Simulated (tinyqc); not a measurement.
# Trap depth and cross-section from two peaks

Inverse problem. A DLTS peak lies where ew = sn g T^2 exp(-Et/kB T), g = vth Nc/(300 K)^2. Find Et and sn.

Inputs (values chosen for the exercise):
- Nc = 2.85e19 cm^-3 (conduction-band density of states at 300 K)
- vth = 2.2e7 cm/s (thermal velocity at 300 K)

Constants: q = 1.602176634e-19 C, kB = 1.380649e-23 J/K. Results are converted to the units shown.

peak temperatures for ew = 5 and 1000 1/s (K): [126.61127, 163.77483]

Solution. The slope of ln(ew/T^2) against q/kB T is -Et, and the intercept is ln(sn g).

Et = 0.230 eV
sn = 6.40e-17 cm^2

Numbers from tinyqc (`OMP_NUM_THREADS=1 python tinyqc.py 2050071 2050072 out.jsonl`; about 0.01 s on one thread of a shared Intel Xeon 2.30GHz).
